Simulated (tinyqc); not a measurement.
Inside a calculation. Method: CID on RHF in the sto-3g basis, for H3-, spin multiplicity 1. The basis has no diffuse functions, so it cannot describe the extra electron: this is an exercise in the method, not the real anion. One step of it, computed by the program tinyqc.

Question. Iteration 5 (converged): orbitals. Diagonalise F' = X^T F X, C = X C', fill 2 alpha and 2 beta electrons from the bottom; D = 2 C_occ C_occ^T. Each column has its largest component positive (the first on a tie).

converged F (hartree), lower triangle:
```
           1H 1s      2H 1s     3H 1s
1H 1s   0.123870
2H 1s  -0.225567   0.126816
3H 1s  -0.225483  -0.041635  0.126925
```

X:
```
               1          2         3
1H 1s   1.094208  -0.000052  0.533083
2H 1s  -0.721532  -0.738369  0.404357
3H 1s  -0.721202   0.738629  0.404252
```

Give: F' = X^T F X; orbital energies; coefficients C; D after iteration 5.

Answer.

F' = X^T F X (hartree), lower triangle:
```
        1      2       3
1   0.949
2   0.000  0.184
3  -0.004  0.000  -0.131
```

orbital energies (hartree): MO1 -0.131, MO2 0.184, MO3 0.949

coefficients C:
```
         MO1     MO2     MO3
1H 1s  0.537   0.000   1.092
2H 1s  0.402  -0.738  -0.723
3H 1s  0.402   0.739  -0.723
```

D after iteration 5, lower triangle:
```
       1H 1s   2H 1s  3H 1s
1H 1s  0.576
2H 1s  0.431   1.414
3H 1s  0.431  -0.768  1.414
```
